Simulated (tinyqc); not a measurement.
Inputs raised by 2 %, one at a time: spin coating of a resist or spin-on film: centrifugal thinning, evaporation and the final thickness (Emslie and Meyerhofer models). Computed by tinyqc, a small Python program. Command: `OMP_NUM_THREADS=1 python tinyqc.py 3111202 3111203 out.jsonl spincoat sens`. One thread of a shared host (Intel(R) Xeon(R) Processor @ 2.30GHz), about 0.3 s of CPU time with the checks.

A Newtonian film stays uniform over the wafer; solvent and solids have the same density and the concentration is uniform through the thickness.

Inputs (values chosen for the exercise, of the order of those of a polymer resist in an ester solvent):

| quantity | value | unit |
|---|---|---|
| solids volume fraction c0 | 0.052 | - |
| kinematic viscosity of the solvent nu_s | 0.64 | mm^2/s |
| viscosity constant k | 530 | mm^2/s |
| viscosity exponent gamma | 2.5 | - |
| spin speed f | 800 | rpm |
| evaporation rate at 1000 rpm e0 | 0.17 | micrometre/s |
| starting thickness h0 | 200 | micrometre |
| wafer radius R | 50 | mm |
| shrinkage in the bake | 8 | % |

Method:
- omega = 2 pi f/60; nu(c) = nu_s + k c^gamma; evaporation rate e = e0 sqrt(f/1000 rpm).
- Flow constant K = 2 omega^2/(3 nu(c0)); Reynolds number of the air omega R^2/nu_air with nu_air = 15 mm^2/s.
- Meyerhofer estimate: flow rules until (1 - c0) K h^3 = e, then evaporation alone: h_w = (e/((1 - c0) K))^(1/3), dry film c0 h_w.
- Full model for solids s and liquid l per area, h = s + l, c = s/h: ds/dt = -c Q, dl/dt = -(1 - c) Q - e, Q = 2 omega^2 h^3/(3 nu(c)); integrated adaptively (relative tolerance 1e-9) until l = 0.
- Dry film = s at l = 0, before the bake; film after the bake = s x (1 - shrinkage).

Runs:

| input moved | from | to | dry film (nm) | time to dry (s) | dry film, estimate (nm) | wet thickness h_w (micrometre) |
|---|---|---|---|---|---|---|
| base run | - | - | 183.19 | 25.494 | 167.03 | 3.2121 |
| solids volume fraction c0 | 0.052 | 0.05304 | 188.33 | 25.651 | 171.40 | 3.2316 |
| kinematic viscosity of the solvent nu_s (mm^2/s) | 0.64 | 0.6528 | 183.84 | 25.592 | 167.76 | 3.2262 |
| viscosity constant k (mm^2/s) | 530 | 540.6 | 183.76 | 25.566 | 167.41 | 3.2193 |
| viscosity exponent gamma | 2.5 | 2.55 | 179.52 | 25.019 | 164.40 | 3.1616 |
| spin speed f (rpm) | 800 | 816 | 181.39 | 24.994 | 165.38 | 3.1805 |
| evaporation rate at 1000 rpm e0 (micrometre/s) | 0.17 | 0.1734 | 184.40 | 25.160 | 168.14 | 3.2334 |
| starting thickness h0 (micrometre) | 200 | 204 | 183.19 | 25.494 | 167.03 | 3.2121 |

Exponents ln(y'/y) / ln(x'/x):

| input | dry film | time to dry | dry film, estimate | wet thickness h_w |
|---|---|---|---|---|
| solids volume fraction c0 | 1.396 | 0.310 | 1.305 | 0.305 |
| kinematic viscosity of the solvent nu_s | 0.177 | 0.193 | 0.221 | 0.221 |
| viscosity constant k | 0.157 | 0.142 | 0.113 | 0.113 |
| viscosity exponent gamma | -1.023 | -0.951 | -0.801 | -0.801 |
| spin speed f | -0.500 | -1.000 | -0.500 | -0.500 |
| evaporation rate at 1000 rpm e0 | 0.333 | -0.667 | 0.333 | 0.333 |
| starting thickness h0 | 0.000 | 0.000 | 0.000 | 0.000 |

Among the inputs moved here: dry film answers most in size to solids volume fraction c0 (exponent +1.396), next to viscosity exponent gamma (-1.023); its exponent is below 0.0005 for starting thickness h0. Its exponent -0.500 in spin speed f: (e/omega^2)^(1/3) with e as sqrt(f). Its exponent +0.333 in evaporation rate at 1000 rpm e0: the cube root of the evaporation rate. Time to dry answers most in size to spin speed f (exponent -1.000), next to viscosity exponent gamma (-0.951); its exponent is below 0.0005 for starting thickness h0. dry film, estimate answers most in size to solids volume fraction c0 (exponent +1.305), next to viscosity exponent gamma (-0.801); its exponent is below 0.0005 for starting thickness h0. wet thickness h_w answers most in size to viscosity exponent gamma (exponent -0.801), next to spin speed f (-0.500); its exponent is below 0.0005 for starting thickness h0.
